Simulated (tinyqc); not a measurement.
# Trap density and cross-section from triangular pulses

Question. In charge pumping, for a flat interface trap density D0 and a symmetric triangular wave, Qcp = -2 q A D0 Vt ln[vth s ni (dV/Va)/(2 f)], with s the geometric mean cross-section. Find D0, the frequency f0 where the line meets zero, and s.

Parameters, values chosen for the exercise:
- T = 300 K (temperature)
- A = 0.082 um^2 (gate area)
- vth = 1.6e7 cm/s (thermal velocity at 300 K, one nominal value for electrons and holes)
- dV = 1.18 V (Vth - Vfb)
- Va = 3.9 V (pulse height)

Constants: q = 1.602176634e-19 C, kB = 1.380649e-23 J/K, Vt = kB T/q. Results are converted to the units shown.

Qcp at f = 10000 and 5e5 Hz (fC): [0.0031293368, 0.0055475310]
ni = 1.5628254e10 cm^-3

Solution. Qcp is linear in ln f: the slope gives D0 and the zero gives s = 2 f0 Va/(vth ni dV).

D0 = 9.10e10 cm^-2 eV^-1
f0 = 63.3 Hz
s = 1.67e-15 cm^2

Program tinyqc, `OMP_NUM_THREADS=1 python tinyqc.py 2030174 2030175 out.jsonl`; Intel Xeon 2.30GHz, shared host, one thread, about 0.01 s.
